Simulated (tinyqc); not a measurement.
Gamma, L and X subbands of a thin body with non-parabolic valleys: sweeps and comparisons. A value that a table varies takes the place of the one given here.

Hard walls, flat band, c = hbar^2/2m0, energies from the bulk Gamma edge. For a valley at angle theta to the normal 1/m_z = cos^2/ml + sin^2/mt and m_d = sqrt(ml mt^2/m_z). Subband n starts at E_v + e with e (1 + a e) = c (n pi/t)^2/m_z, and its density-of-states mass is taken as m_d (1 + 2 a e), without further growth at higher in-plane energy. Groups are named by valley and degeneracy.

n_i = g m/(2 pi c) kB T ln(1 + exp((EF - E_i)/kB T)), sum n_i = Ns (1e12/cm^2 = 1e-4/angstrom^2), c = hbar^2/2m0. Quantum capacitance Cq = 1602.176634 sum g m/(2 pi c) f_i in microfarad/cm^2 with f_i = 1/(1 + exp((E_i - EF)/kB T)); Cox = 34.5313/eot (one gate); C/Cox = Cq/(Cq + Cox), the centroid term left out.

Constants: hbar^2/2m0 = 3.80998211 eV angstrom^2; kB = 8.617333262e-05 eV/K.

Parameters, chosen for this exercise (near those of a thin GaSb channel; the results hold for these values, not for the real material): face = 111 (surface); mG = 0.0388 m0 (Gamma mass); aG = 1.15 1/eV (Gamma non-parabolicity); EL = 0.067 eV (L edge above Gamma); mL = (1.348, 0.099) m0 (L valleys (four, along <111>): ml, mt); EX = 0.345 eV (X edge above Gamma); mX = (1.548, 0.227) m0 (X valleys (three, along <100>): ml, mt); aS = 0.66 1/eV (non-parabolicity of L and X); Ns = 4.2 x 1e12/cm^2 (sheet density); T = 300 K (temperature); eot = 10 angstrom (equivalent oxide thickness); ts = (18, 24, 30, 40, 55, 75, 110) angstrom (thicknesses); t = 40 angstrom (body thickness); Nl = (0.5, 1, 2, 4, 7, 11, 16) x 1e12/cm^2 (sheet densities).

## Thinning the body

Lowest edge of each valley type, the lowest group, the Gamma share and C/Cox, with n = 1 to 8 of all groups.

Results:
```
t (angstrom)  Gamma (eV)  L (eV)  X (eV)  lowest  Gamma share (%)  C/Cox
18                 1.236   0.149   0.650      L1              0.0  0.677
24                 0.851   0.114   0.529      L1              0.0  0.707
30                 0.626   0.097   0.467      L1              0.0  0.745
40                 0.411   0.084   0.416      L1              0.0  0.785
55                 0.249   0.076   0.383      L1              0.1  0.840
75                 0.147   0.072   0.366      L1              1.0  0.862
110                0.074   0.069   0.355      L1              4.8  0.870
```

What does this show?

From 110 down to 18 angstrom Gamma rises by 1.16 eV, L by 0.08 and X by 0.29 eV, the light Gamma mass moving most. L1 stays lowest throughout. The Gamma share goes from 5 % to 0 %. C/Cox is 0.87 and 0.68 at the ends and lies between 0.68 and 0.87. Hard walls overstate the rise in the thinnest rows.

## Raising the sheet density

Fixed thickness, n = 1 to 8 of all groups; the gate overdrive above the lowest edge is (EF - E_lowest)/e + 0.1602177 Ns/Cox in volts.

Results:
```
Ns (1e12/cm^2)  EF - lowest (eV)  Gamma share (%)     Cq  C/Cox  overdrive (V)
0.5                       -0.020              0.0   2.66  0.435          0.003
1.0                        0.002              0.0   4.68  0.576          0.048
2.0                        0.028              0.0   7.74  0.692          0.121
4.0                        0.060              0.0  12.23  0.780          0.246
7.0                        0.092              0.0  18.18  0.840          0.417
11.0                       0.121              0.0  27.75  0.889          0.631
16.0                       0.144              0.0  41.64  0.923          0.887
```

How do the results move?

The lowest subband is L1 n=1; the light Gamma level lies 327 meV above it, lifted there by confinement. At the highest density band filling takes 0.144 V of the 0.887 V overdrive. Cq grows from 2.7 to 41.6 microfarad/cm^2 while EF moves from -0.020 to +0.144 eV against the lowest edge; the Gamma share stays near 0 %.

## What each parameter does

n = 1 to 8 of all groups. Each row changes one parameter from the base and keeps the others.

Results:
```
case                  lowest edge (eV)  EF (eV)  Gamma share (%)  C/Cox
base                             0.084    0.147              0.0  0.785
t = 34 angstrom                  0.091    0.164              0.0  0.761
mG = 0.0446 m0                   0.084    0.147              0.0  0.785
aG = 0.8 1/eV                    0.084    0.147              0.0  0.785
EL = 0.017 eV                    0.034    0.097              0.0  0.785
Ns = 6.3 x 1e12/cm^2             0.084    0.170              0.0  0.829
eot = 8 angstrom                 0.084    0.147              0.0  0.745
T = 250 K                        0.084    0.152              0.0  0.786
```

How do the results move?

The largest shifts from the base row, up to three for each result and ties (the steps differ in size, so this ranks the rows, not the parameters). lowest edge (eV): EL -0.050, t +0.007; unchanged at the printed digits by mG, aG, Ns, eot and T. EF (eV): EL -0.050, Ns +0.023, t +0.017; unchanged at the printed digits by mG, aG and eot. Gamma share (%): unchanged at the printed digits by t, mG, aG, EL, Ns, eot and T. C/Cox: Ns +0.044, eot -0.040, t -0.025; unchanged at the printed digits by mG, aG and EL.

Run: tinyqc, `OMP_NUM_THREADS=1 python tinyqc.py 1281984 1281985 out.jsonl`; Intel(R) Xeon(R) Processor @ 2.30GHz, one thread, shared host; about 0.06 s of CPU time with all checks.
